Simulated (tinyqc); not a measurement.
Crossing the lens: binary melting diagram from solution models of liquid and solid. Computed by tinyqc, a small Python program. Command: `OMP_NUM_THREADS=1 python tinyqc.py 3031731 3031732 out.jsonl melt sweep`. One thread of a shared host (Intel(R) Xeon(R) Processor @ 2.30GHz), about 0.01 s of CPU time with the checks.

x is the fraction of B. In a phase with interaction L: mu_A = G_A + R T ln(1 - x) + L x^2, mu_B = G_B + R T ln x + L (1 - x)^2. Melting: G(liquid) - G(solid) = H (1 - T/T_m) for each pure component.

Inputs (values chosen for the exercise, for a model alloy):
```
quantity                value    unit
melting point T_A         960       K
melting point T_B         500       K
heat of melting H_A      22.4  kJ/mol
heat of melting H_B      13.9  kJ/mol
liquid interaction L_L    3.2  kJ/mol
solid interaction L_S    -1.7  kJ/mol
```

Diagram: complete solid solution (lens).

Constants: R = 8.314462618 J/(mol K).

Method. T = T_A + u (T_B - T_A). The ideal solution has k_A = exp(dG_A/(R T)) = (1 - xs)/(1 - xl) and k_B = exp(dG_B/(R T)) = xs/xl, so xl = (1 - k_A)/(k_B - k_A). Equal potentials: F_A = dG_A + R T ln[(1 - xl)/(1 - xs)] + L_L xl^2 - L_S xs^2 = 0, F_B = dG_B + R T ln(xl/xs) + L_L (1 - xl)^2 - L_S (1 - xs)^2 = 0. Newton steps from the ideal values with the exact Jacobian, halved if x would leave (0, 1); stop below 1e-12, residuals under 1e-7 shown as 0.

One run for each value:
```
position of T, (T - T_A)/(T_B - T_A)  T (K)  liquidus xl  solidus xs  ideal liquidus xl
0.06                                  932.4      0.12767     0.04528            0.09905
0.17                                  881.8      0.35101     0.11875            0.26977
0.28                                  831.2      0.54472     0.18621            0.42530
0.39                                  780.6      0.69696     0.25366            0.56433
0.50                                  730.0      0.80874     0.32648            0.68573
0.61                                  679.4      0.88744     0.41044            0.78855
0.72                                  628.8      0.94073     0.51334            0.87223
0.83                                  578.2      0.97475     0.64818            0.93666
0.94                                  527.6      0.99418     0.84271            0.98243
```

Over the rows, T (K) falls from 932 to 528 (exponent d ln y / d ln x -0.054 between the first rows and -0.74 between the last); liquidus xl rises from 0.128 to 0.994 (exponent d ln y / d ln x 0.97 between the first rows and 0.16 between the last); solidus xs rises from 0.0453 to 0.843 (exponent d ln y / d ln x 0.93 between the first rows and 2.1 between the last).
